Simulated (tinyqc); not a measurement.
# Scale length and length offset from two DIBL values

Problem. DIBL = exp(-Le/(2 l)) + 2 exp(-Le/l) with Le = L - dL. Find l, dL and the drawn length for a DIBL of 100 mV/V.

DIBL at drawn lengths 67 and 110 nm (mV/V): 75.884271  11.404266

Solution. With e = exp(-Le/(2 l)), 2 e^2 + e = DIBL gives e and so Le/l at each length; Le/l is a straight line in L with slope 1/l.

l = 12.00 nm
dL = 2.100 nm
length for 100 mV/V = 61.15 nm

Program tinyqc, `OMP_NUM_THREADS=1 python tinyqc.py 2002179 2002180 out.jsonl`; Intel Xeon 2.30GHz, shared host, one thread, about 0.01 s.
